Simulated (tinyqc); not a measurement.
Comparisons within one model: heavy doping: gap narrowing, degeneracy and the minority density. A value that a table varies takes the place of the one given here.

F_j(eta) = (1/Gamma(j + 1)) integral_0^infinity x^j dx/(1 + exp(x - eta)), which tends to exp(eta) for eta << 0.

Empirical narrowing (Slotboom form, constants chosen for the exercise; published fits of this form give the apparent narrowing, here it is taken as the true one): dEg = E0 [ln(N/N0) + sqrt(ln(N/N0)^2 + C)].

Majority: N = Nv F_1/2(eta), eta the distance of EF beyond the majority band edge in kT. Degeneracy factor gam = F_1/2(eta)/exp(eta). ni0^2 = Nc Nv exp(-Eg/kT); product n p = ni0^2 gam exp(dEg/kT), dEg the true narrowing; apparent narrowing dEa = dEg + kT ln gam; minority density = n p/N.

Bipolar transistor with N as emitter doping: beta = K (N/NB) exp((dEa_B + dG - dEa_E)/kT), dEa_E = dEg(N) + kT ln gam, dEa_B = dEg(NB). For the sweep in T, Nv is scaled as (T/T0)^(3/2) from its value at T0 = T.

Constants: kB = 8.617333262e-05 eV/K.

Values chosen for the exercise (gap and densities of states near those of Si at this temperature; narrowing constants near the fits for Si; the results hold for these values, not for the real material): Eg = 1.122 eV (gap); Nc = 2.78e+19 1/cm^3 (conduction-band density of states); Nv = 1.07e+19 1/cm^3 (valence-band density of states); T = 300 K; E0 = 6.19 meV (narrowing scale); N0 = 8.8e+16 1/cm^3 (onset density); C = 0.5 (smoothing constant); N = 5.1e+18 1/cm^3 (ionised acceptors, equal to the majority density); NB = 4e+17 1/cm^3 (base doping); K = 4.4 (ratio (D_B W_E)/(D_E W_B)); dG = 80 meV (extra narrowing of the base by alloying).

## Narrowing against degeneracy

N takes the values listed; the last column is N over the factor gam exp(dEg/kT), the doping that a simple model would need to give the same minority density.

Results:
```
N (1/cm^3)    eta      gam  dEg (meV)  dEa (meV)  minority (1/cm^3)  effective doping (1/cm^3)
3.0e+16     -5.88    0.999        1.3        1.3           1.48e+03                   2.85e+16
1.0e+17     -4.67    0.997        5.2        5.2                514                   8.19e+16
3.0e+17     -3.56    0.990       16.4       16.1                262                   1.61e+17
1.0e+18     -2.34    0.968       30.7       29.9                134                   3.15e+17
3.0e+18     -1.17    0.906       44.1       41.6               70.1                   6.01e+17
1.0e+19      0.26    0.722       58.9       50.5               29.7                   1.42e+18
3.0e+19      1.99    0.385       72.5       47.8               8.91                   4.73e+18
9.0e+19      4.82   0.0676       86.0       16.4              0.882                   4.78e+19
2.0e+20      8.42  0.00414       95.9      -46.0             0.0356                   1.19e+21
```

How do the results move?

dEg grows steadily to 95.9 meV, while the apparent value peaks at 50.5 meV for N = 1e+19 and falls to -46.0 meV as the Fermi level enters the band (a negative value is not met in measurements: parabolic bands with a fixed mass overstate the filling). N grows by a factor 33 from the third to the sixth row and the effective doping by 8.8: net of degeneracy, narrowing takes away 74 % of the factor gained by heavier doping.

## Current gain against temperature

Gain:
```
T (K)      beta  beta with dG = 0  without narrowing
150    3.99e+03              8.19               56.1
200    1.31e+03              12.7               56.1
250         682              16.6               56.1
300         443              20.1               56.1
350         326              23.0               56.1
400         260              25.5               56.1
450         218              27.7               56.1
```

dEa_B + dG - dEa_E at T0 = 53.4 meV

How do the results move?

beta is 3.99e+03 at 150 K and 218 at 450 K, since the net exponent is positive: the gap is narrower in the base. At 300 K narrowing and degeneracy change the gain by a factor 0.357 and alloying the base by 22.1.

## What moves the minority density and the gain

All results formed anew. Each row changes one parameter from the base and keeps the others.

Results:
```
case                  dEg (meV)  dEa (meV)  minority (1/cm^3)  beta
base                      50.64      46.31               49.6   443
N = 1.02e+19 1/cm^3       59.16      50.56               29.2   751
E0 = 7.428 meV            60.76      56.44               73.3   349
N0 = 1.76e+17 1/cm^3      42.13      37.80               35.7   453
Eg = 1.142 eV             50.64      46.31               22.9   443
Nv = 1.39e+19 1/cm^3      50.64      47.30               66.9   426
NB = 8e+17 1/cm^3         50.64      46.31               49.6   305
```

What does this show?

The largest shifts from the base row, up to three for each result and ties (the steps differ in size, so this ranks the rows, not the parameters). dEg (meV): E0 +10.13, N +8.53, N0 -8.50; unchanged at the printed digits by Eg, Nv and NB. dEa (meV): E0 +10.13, N0 -8.50, N +4.25; unchanged at the printed digits by Eg and NB. minority (1/cm^3): Eg -26.7, E0 +23.8, N -20.3; unchanged at the printed digits by NB. beta: N +308, NB -138, E0 -94.2; unchanged at the printed digits by Eg.

Computed by tinyqc, a small Python program: `OMP_NUM_THREADS=1 python tinyqc.py 1651668 1651669 out.jsonl` (the numbers bound the seed that draws the inputs); one thread of a shared host (Intel(R) Xeon(R) Processor @ 2.30GHz), about 0.02 s for the whole set of steps.
